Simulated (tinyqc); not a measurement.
# Double-gate transistor below threshold, two-dimensional Poisson equation on a small mesh, step by step

Numbers from tinyqc (`OMP_NUM_THREADS=1 python tinyqc.py 2480145 2480146 out.jsonl`; about 0.1 s on one thread of a shared Intel Xeon 2.30GHz). Printed values are rounded.

Half of a symmetric double-gate structure: row 0 is the mid-plane of the body, where the normal field vanishes. Mobile charge is neglected (subthreshold), the body is fully depleted, and potentials are counted from the intrinsic level; rows run upward to the gate, columns from source to drain.

Parameters, values chosen for the exercise; semiconductor permittivity made up: temperature T = 300 K; relative permittivity of the semiconductor eps_r = 8.27; relative permittivity of the insulator eox = 9; half the body thickness tb = 4 nm; insulator thickness tox = 3.4 nm; channel length L = 24 nm; acceptor density of the depleted body Na = 0 cm^-3; potential of the source Vbi = 0.48 V; gate offset Vfb = 0.14 V; gate voltage Vg = 0 V; drain voltage Vd = 1 V.

Constants: q = 1.602176634e-19 C, kB = 1.380649e-23 J/K, Vt = kB T/q, eps0 = 8.8541878128e-14 F/cm where lengths are in cm. Results are converted to the units shown.

## Coefficients of the five-point equations

Mesh: rows i = 0..2 in the semiconductor (step hs = tb/2, row 2 on the interface), then 2 step(s) ho = tox/2 up to the gate row 4; columns j = 0..5 (step hy = L/5). Box integration, divided by eps0: up_i = eps hy/h of the interval above row i, dn_i = that of the interval below (0 for row 0), lat_i = (sum of eps h/2 over the intervals above and below)/hy, s_i = -q Na w_i hy/eps0 with w_i the semiconductor height of the box (hs/2 for row 0 and the interface row, hs between, 0 in the insulator). Each free node obeys (up + dn + 2 lat) psi = up psi(above) + dn psi(below) + lat [psi(left) + psi(right)] + s.

```
row        up        dn       lat  s (V)
0    19.84800         0  1.722917      0
1    19.84800  19.84800  3.445833      0
2    25.41176  19.84800  3.316667      0
3    25.41176  25.41176  3.187500      0
```

## Iteration 1: Jacobi sweep

psi at the start (fixed values on the edges, free nodes at zero) (V):
```
             j=0        j=1        j=2        j=3        j=4        j=5
row 0   0.480000   0.000000   0.000000   0.000000   0.000000   1.480000
row 1   0.480000   0.000000   0.000000   0.000000   0.000000   1.480000
row 2   0.480000   0.000000   0.000000   0.000000   0.000000   1.480000
row 3   0.170000   0.000000   0.000000   0.000000   0.000000   0.670000
row 4  -0.140000  -0.140000  -0.140000  -0.140000  -0.140000  -0.140000
```

Free nodes: rows 0..3, columns 1..4, taken row by row from row 0, left to right. t = (up psi(above) + dn psi(below) + lat [psi(left) + psi(right)] + s)/(up + dn + 2 lat), with all neighbours from the previous sweep; psi(new) = t.

psi after iteration 1 (V):
```
             j=0        j=1        j=2        j=3        j=4        j=5
row 0   0.480000   0.035503   0.000000   0.000000   0.109467   1.480000
row 1   0.480000   0.035503   0.000000   0.000000   0.109467   1.480000
row 2   0.480000   0.030678   0.000000   0.000000   0.094592   1.480000
row 3   0.170000  -0.052725  -0.062198  -0.062198  -0.024861   0.670000
row 4  -0.140000  -0.140000  -0.140000  -0.140000  -0.140000  -0.140000
```

## Iteration 2: Jacobi sweep

As before.

psi after iteration 2 (V):
```
             j=0        j=1        j=2        j=3        j=4        j=5
row 0   0.480000   0.065754   0.002626   0.008097   0.202742   1.480000
row 1   0.480000   0.063699   0.002626   0.008097   0.196404   1.480000
row 2   0.480000   0.018439  -0.028497  -0.024412   0.124286   1.480000
row 3   0.170000  -0.042561  -0.068603  -0.067050   0.013697   0.670000
row 4  -0.140000  -0.140000  -0.140000  -0.140000  -0.140000  -0.140000
```

## Course of the iteration: Jacobi sweep

Stop when the largest change of psi is below 1e-7 V, or after 400 iterations. Fixed values: gate row Vg - Vfb; column 0 at Vbi and the last column at Vbi + Vd in the semiconductor, each running linearly to Vg - Vfb across the insulator.

Course of the iteration:
```
iteration  psi at row 0, j = 2 (V)  largest |change| of one entry (V)
1                                0                              0.109
2                      0.002625958                             0.0933
3                      0.007699833                             0.0747
4                      0.003421705                             0.0533
5                      0.005053896                             0.0459
6                      0.003874887                             0.0332
7                      0.005410173                             0.0289
8                      0.006588501                             0.0213
9                      0.008669376                             0.0188
...                            ...                                ...
106                     0.05356561                            2.27e-7
107                     0.05356581                            2.03e-7
108                     0.05356599                            1.82e-7
109                     0.05356615                            1.64e-7
110                     0.05356629                            1.47e-7
111                     0.05356642                            1.32e-7
112                     0.05356653                            1.18e-7
113                     0.05356664                            1.06e-7
114                     0.05356673                            9.52e-8
```

Converged in 114 iterations. At the end each change is about 0.90 times the one before: linear convergence.

## Barrier, swing and barrier lowering

converged psi (V):
```
             j=0        j=1        j=2        j=3        j=4        j=5
row 0   0.480000   0.150992   0.053568   0.154823   0.551760   1.480000
row 1   0.480000   0.130889   0.036321   0.129156   0.505640   1.480000
row 2   0.480000   0.066595  -0.013461   0.054244   0.355722   1.480000
row 3   0.170000  -0.027130  -0.071628  -0.034777   0.131239   0.670000
row 4  -0.140000  -0.140000  -0.140000  -0.140000  -0.140000  -0.140000
```

d psi/dVg on row 0: j=0 0.0000000, j=1 0.5612714, j=2 0.7819686, j=3 0.7819686, j=4 0.5612714, j=5 0.0000000
d psi/dVd on row 0: j=0 0.000000, j=1 0.018980, j=2 0.058388, j=3 0.159643, j=4 0.419748, j=5 1.000000

The barrier is read along row 0, the path farthest from the gate. Take the node j of lowest psi: barrier Vbi - psi_j; swing Vt ln 10/(d psi_j/dVg); DIBL = (d psi_j/dVd)/(d psi_j/dVg). The derivatives solve the same equations with s = 0 and a unit change of that voltage.

j = 2
barrier = 0.4264325 V
swing = 76.12381 mV/decade
DIBL = 74.66807 mV/V

A mesh of 12, 8 and 80 steps (semiconductor, insulator, channel) gives a barrier of 0.449 V, a swing of 73.7 mV a decade and a DIBL of 64.6 mV/V; the small mesh puts the barrier 4.9 % below that.
